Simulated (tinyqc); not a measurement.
# Changing the segregation energy E_s

Model: surface segregation during layer-by-layer epitaxy: two-layer exchange kinetics and the shape of quantum wells and delta layers. Computed by tinyqc, a small Python program. Command: `OMP_NUM_THREADS=1 python tinyqc.py 3029066 3029067 out.jsonl mbeseg sweep`. One thread of a shared host (Intel(R) Xeon(R) Processor @ 2.30GHz), about 0.01 s of CPU time with the checks.

Atoms A and B exchange only between the growing layer and the one below it. B is supplied for N layers, then pure A follows.

Inputs (values chosen for the exercise, close to those used for indium in GaAs):
```
quantity                                   value      unit
barrier E1 for B to move up                 1.85        eV
attempt frequency nu                           1       THz
growth rate G                               0.16  layers/s
share x0 of B in the flux during the well   0.32         -
layers in the well N                           6         -
layer thickness                             2.83  angstrom
temperature T                                410         C
```

Constants: k_B = 8.617333262e-05 eV/K.

Method:
- p1 = nu exp(-E1/(k_B T)) (B up, A down), p2 = nu exp(-(E1 + E_s)/(k_B T)) (B down); time per layer tau = 1/G; K = p1/p2.
- Temperatures in kelvin are T(C) + 273.15.
- Dilute equilibrium share passed up per layer R_eq = K/(1 + K).
- Each layer is deposited complete with B share x_dep and then exchanges for the time tau = 1/G with the layer below, whose share is b (total c = s + b fixed): ds/dt = p1 b (1 - s) - p2 s (1 - b), s(0) = x_dep. With the roots s1 < s2 of the right side, (s - s1)/(s - s2) = [(s(0) - s1)/(s(0) - s2)] exp(-(p1 - p2)(s2 - s1) tau). The lower layer is then buried with c - s, and s becomes the b of the next layer.
- In the dilute tail each layer passes up the share R = R_eq (1 - exp(-(p1 + p2) tau)); decay length = -layer thickness/ln R.
- Index 0 is the last layer of pure A below the well. Share of B outside the intended layers 1..N = 1 - (sum over 1..N)/(N x0).

One run for each value:
```
segregation energy E_s (eV)  share passed up R  decay length (angstrom)  peak share (largest buried share)     R_eq
0.03                                   0.12589                   1.3656                            0.32000  0.62471
0.10                                   0.12952                   1.3846                            0.32000  0.84536
0.17                                   0.13065                   1.3905                            0.32000  0.94724
0.24                                   0.13100                   1.3923                            0.32000  0.98332
0.31                                   0.13110                   1.3929                            0.32000  0.99486
0.39                                   0.13114                   1.3931                            0.32000  0.99867
0.46                                   0.13115                   1.3931                            0.32000  0.99960
0.53                                   0.13115                   1.3931                            0.32000  0.99988
0.60                                   0.13115                   1.3931                            0.32000  0.99996
```

Over the rows, share passed up R rises from 0.126 to 0.131; decay length (angstrom) rises from 1.366 to 1.393; peak share (largest buried share) rises from 0.3199953 to 0.3199984. R stays far below R_eq: the rate p1 limits, so E_s hardly matters.

Caution (all rows): a decay length below one layer thickness is only formal. Caution (all rows): two-layer exchange with complete layers is a simplification that can understate segregation at low temperature; desorption, step-edge exchange and surfactants are left out.

Extremes, crossings and ranges named in words are read from the listed rows.
